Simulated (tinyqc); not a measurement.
# Dopants and charged point defects at anneal temperature: Fermi-level effect, clustering and pairing, step by step

A worked calculation. Computed by tinyqc, a small Python program that keeps every step. Command: `OMP_NUM_THREADS=1 python tinyqc.py 3013151 3013152 out.jsonl pairing walk`. One thread of a shared host (Intel(R) Xeon(R) Processor @ 2.30GHz), about 0.03 s of CPU time with the checks. Intermediate numbers are printed to about 6 digits and carried at full precision; extremes and crossings named in words are read from the listed rows.

Boltzmann statistics and full ionisation of active dopants. Energies are counted from the valence band; the defect (a vacancy or self-interstitial) has five charge states, with all degeneracy factors one.

Inputs (values chosen for the exercise, with bands modelled on InP):
```
quantity                                         value    unit
gap at 0 K E_g0                                    1.4      eV
Varshni alpha                                 0.000377    eV/K
Varshni beta                                       158       K
electron mass m_e                               0.0766     m_0
valleys M_c                                          1       -
hole mass m_h                                    0.581     m_0
anneal temperature T                               890       K
total dopant density N                         5.1e+20   cm^-3
formation enthalpy of the neutral defect H_f      3.22      eV
formation entropy S_f                              6.9     k_B
site density N_s                               2.5e+22   cm^-3
intrinsic dopant diffusivity D_i               1.2e-16  cm^2/s
anneal time t                                        3       s
dopant atoms per cluster k                           2       -
cluster binding energy E_b                        1.17      eV
```

Dopant: acceptor. Second part: clustering of the dopant.

defect levels as fractions of E_g(T): (2+/+), (+/0), (0/-), (-/2-): 0.17  0.28  0.43  0.9

Constants: m_0 = 9.1093837015e-31 kg; k_B = 1.380649e-23 J/K; h = 6.62607015e-34 J s; k_B = 8.617333262e-05 eV/K.

## The host at the anneal temperature

E_g = E_g0 - alpha T^2/(T + beta). N_c = 2 M_c (2 pi m_e k_B T/h^2)^(3/2) and N_v = 2 (2 pi m_h k_B T/h^2)^(3/2), masses in units of m_0. n_i = sqrt(N_c N_v) exp(-E_g/2 k_B T); E_i = E_g/2 + (k_B T/2) ln(N_v/N_c).

E_g = 1.11506 eV

k_B T = 0.0766943 eV

n_i = 8.65330e+15 cm^-3

E_i = 0.674074 eV

effective density of states N_b of the majority band = 5.67857e+19 cm^-3

## Active and clustered dopant

p = A/2 + sqrt(A^2/4 + n_i^2) for an active density A. k ionised dopants and k carriers form one neutral cluster: C = N_s (A/N_s)^k (p/N_b)^k exp(E_b/k_B T), N_b the effective density of states of the majority band, and N = A + k C (60 bisections in ln A between ln N - 90 and ln N).

active density A = 8.31998e+18 cm^-3

clusters C = 2.50840e+20 cm^-3

active share = 0.0163137

98 % of the dopant is lost to clusters.

## Carrier density and Fermi level

chi = n/n_i (for acceptors n_i/p); E_F = E_i + k_B T ln chi; field enhancement h = 1 + A/sqrt(A^2 + 4 n_i^2).

p = 8.31998e+18 cm^-3

chi = 0.00104006

E_F = 0.147301 eV

field enhancement h = 2.00000

The doping is 961 n_i: extrinsic conditions.

## Charged defects

C_0 = N_s exp(S_f/k_B) exp(-H_f/k_B T). Ratios to the neutral state at E_F = E_i: r_+ = exp((E(+/0) - E_i)/k_B T), r_2+ = r_+ exp((E(2+/+) - E_i)/k_B T), r_- = exp((E_i - E(0/-))/k_B T), r_2- = r_- exp((E_i - E(-/2-))/k_B T); at other E_F state q scales as chi^(-q). The enhancement is sum r_q chi^(-q)/sum r_q. The charge on the defects is left out of neutrality.

neutral defects C_0 = 1.44800e+07 cm^-3

Charge states:
```
state      ratio r  intrinsic (cm^-3)  doped (cm^-3)
2+     1.61165e-05        2.33367e+02    2.15735e+08
+      8.93134e-03        1.29326e+05    1.24344e+08
0      1.00000e+00        1.44800e+07    1.44800e+07
-      1.26460e+01        1.83114e+08    1.90450e+05
2-     1.72281e-01        2.49462e+06    2.69850e+00
```

all defects, doped = 3.54750e+08 cm^-3

enhancement over intrinsic = 1.77182

mean charge = 1.56624 e

Doping leaves the neutral state alone and multiplies the total by 1.77; the most common state is 2+ (in intrinsic material -).

## Dopant diffusivity

If every charge state of the defect carries the dopant equally well, D = D_i x enhancement x h x (active share A/N, a rough stand-in that overstates the dA/dN which immobile clusters call for), D_i being an input held fixed when T or H_f is moved; diffusion length 2 sqrt(D t).

effective diffusivity D = 6.93715e-18 cm^2/s

D/D_i = 0.0578096

diffusion length = 0.0912392 nm

## Against doping

chi = n/n_i; h = 1 + A/sqrt(A^2 + 4 n_i^2); the dopant diffusivity over its intrinsic value is D/D_i = enhancement x h x A/N, if every charge state carries the dopant equally well.

Trend at the anneal temperature:
```
N (cm^-3)  active A (cm^-3)          chi  defect enhancement  mean charge    D/D_i
2.60e+14        2.60000e+14  9.85090e-01             0.98600     -0.93758  1.00082
1.70e+15        1.70000e+15  9.06584e-01             0.91241     -0.93039  1.00161
1.20e+16        1.20000e+16  5.23493e-01             0.55575     -0.87155  0.87241
7.70e+16        7.69962e+16  1.11001e-01             0.17991     -0.53260  0.35542
5.10e+17        5.03279e+17  1.71888e-02             0.12957      0.22954  0.25565
3.40e+18        1.93430e+18  4.47353e-03             0.27904      0.92022  0.31749
2.30e+19        3.68541e+18  2.34797e-03             0.56099      1.24030  0.17978
1.50e+20        6.08890e+18  1.42116e-03             1.10523      1.45437  0.08973
1.00e+21        9.86142e+18  8.77489e-04             2.32297      1.61982  0.04582
```

Well below n_i = 8.65e15 cm^-3 chi and the enhancement are near 1. At any doping d ln(enhancement)/d ln chi equals minus the mean charge, which goes from -0.94 to +1.62 over the rows. The defect density first falls, because doping removes the states with the sign of the ionised dopant before it feeds the opposite ones. Clustering bends A over: its exponent in N falls to 0.25, towards 1/(2k) = 0.250, and D/D_i peaks at N = 1.7e15 cm^-3.

## Activation against anneal temperature

The formulas are those given above.

Equilibrium activation:
```
T (K)  n_i (cm^-3)  active A (cm^-3)  clusters C (cm^-3)  active share
530    6.79402e+12       4.24548e+17         2.54788e+20     0.0008324
620    8.42902e+13       1.20947e+18         2.54395e+20     0.0023715
710    5.69322e+14       2.67807e+18         2.53661e+20     0.0052511
800    2.56059e+15       5.00927e+18         2.52495e+20     0.0098221
890    8.65330e+15       8.31998e+18         2.50840e+20     0.0163137
980    2.37297e+16       1.26668e+19         2.48667e+20     0.0248368
1070   5.55886e+16       1.80561e+19         2.45972e+20     0.0354040
```

The active share goes from 8.32e-4 at 530 K to 0.0354 at 1070 K, so a layer activated by a hot, short anneal is metastable and deactivates in later, cooler steps if the dopant can move. Over the first three rows, where most dopant is clustered, a fit of ln A rises with slope 0.332 eV against -1/k_B T, near E_b/(2k) = 0.292 eV plus 0.75 k_B T.

Checks made by the program: conservation of the dopant (relative difference below 1e-10); ratios against Boltzmann factors of formation energies at E_F (relative difference below 1e-10).
